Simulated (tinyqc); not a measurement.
What moves the results: band folding and unfolding in a supercell of a chain. A value that a table varies takes the place of the one given here.

A chain with hopping -t and n = 8 sites a supercell. H(K) has v_j on the diagonal, -t between neighbours and -t exp(2 pi i K) on the bond that closes the cell (from the last site to the first of the next cell). The point K holds the n wave vectors k_m = (K + m)/n of the primitive zone, in 2 pi/a, m = 0 to n - 1, with E0 = -2t cos(2 pi k_m). The unfolding weight of a state c on k_m is |sum_j c_j exp(-2 pi i k_m j)|^2/n, j = 0 to n - 1.

Parameters, chosen for this exercise:
- t = 1.46 eV (hopping)
- v = (0.891, 0.63, 0, -0.63, -0.891, -0.63, 0, 0.63) eV (site energies in the supercell)
- Kq = 0.24 2 pi/(n a) (wave vector in the small zone)

## Minigaps against first-order theory

Gap i lies between minibands i and i + 1, at K = 1/2 for odd i and K = 0 for even i, where k = +/- i/(2n) are degenerate; first order gives 2|V_i|, the Fourier component V_q = (1/n) sum_j v_j exp(-2 pi i q j/n) for q equal to the number of the gap. Computed for the potential at full and at half strength.

Gaps (eV):

| i | E0 at the crossing | 2\|V_i\| | gap | gap at half strength |
|---|---|---|---|---|
| 1 | -2.6977 | 0.8910 | 0.8263 | 0.4368 |
| 2 | -2.0648 | 0.0000 | 0.3415 | 0.1047 |
| 3 | -1.1174 | 0.0000 | 0.0647 | 0.0087 |
| 4 | 0.0000 | 0.0000 | 0.0000 | 0.0000 |
| 5 | 1.1174 | 0.0000 | 0.0647 | 0.0087 |
| 6 | 2.0648 | 0.0000 | 0.3415 | 0.1047 |
| 7 | 2.6977 | 0.8910 | 0.8263 | 0.4368 |

Halving the potential about halves gaps 1 and 7, the scaling of first order. For i = 2, 3, 5 and 6 the first-order term is below 1 meV and the gap opens at higher order (full over half strength: 3.3, 7.5, 7.5 and 3.3). For i = 4 no gap opens at the printed digits. The largest miss of first order is 341 meV, at i = 2 and 6; the potential spans 1.22 t.

## From folded lines to real minibands

The potential is scaled by x. For the lowest level at K: energy, second-order estimate E0(k_0) + x V_0 - x^2 sum_m |V_m|^2/(E0(k_m) - E0(k_0)), weight on k_0, and width of the lowest miniband between K = 0 and 1/2.

Lowest level:

| x | E (eV) | second order (eV) | weight on k_0 | miniband width (eV) |
|---|---|---|---|---|
| 0.00 | -2.8683 | -2.8683 | 1.000 | 0.2223 |
| 0.25 | -2.9038 | -2.9058 | 0.942 | 0.1318 |
| 0.50 | -2.9941 | -3.0182 | 0.842 | 0.0774 |
| 1.00 | -3.2548 | -3.4679 | 0.699 | 0.0289 |
| 1.50 | -3.5633 | -4.2175 | 0.620 | 0.0123 |
| 2.00 | -3.8958 | -5.2669 | 0.569 | 0.0059 |
| 3.00 | -4.6015 | -8.2651 | 0.505 | 0.0017 |
| 4.00 | -5.3407 | -12.4627 | 0.464 | 0.0006 |

Second order is -213.2 meV off at x = 1 and -3664 meV at x = 3. The weight on the parent k falls to 0.70 at x = 1 and 0.46 at x = 4, and the miniband narrows from 0.222 to 0.001 eV as the state gathers on the low sites. While the weight stays near one the primitive band is still the right picture and the folded copies carry little spectral weight.

## What each change does

The two lowest levels at K and the weight of the lowest on k_0. Each row changes one parameter from the base and keeps the others.

Results:

| case | level 1 (eV) | level 2 (eV) | weight |
|---|---|---|---|
| base | -3.2548 | -2.3086 | 0.6988 |
| t = 1.606 eV | -3.5229 | -2.5426 | 0.7186 |
| v = (-0.891, -0.63, 0, 0.63, 0.891, 0.63, 0, -0.63) eV | -3.2548 | -2.3086 | 0.6988 |
| Kq = 0.38 2 pi/(n a) | -3.2430 | -2.3889 | 0.5965 |

The largest shifts from the base row, up to three for each result and ties (the steps differ in size, so this ranks the rows, not the parameters). level 1 (eV): t -0.2681, Kq +0.0117; unchanged at the printed digits by v. level 2 (eV): t -0.2340, Kq -0.0803; unchanged at the printed digits by v. weight: Kq -0.1023, t +0.0198; unchanged at the printed digits by v.

Program tinyqc; command `OMP_NUM_THREADS=1 python tinyqc.py 1452566 1452567 out.jsonl`; about 0.01 s on one thread of a shared Intel(R) Xeon(R) Processor @ 2.30GHz.
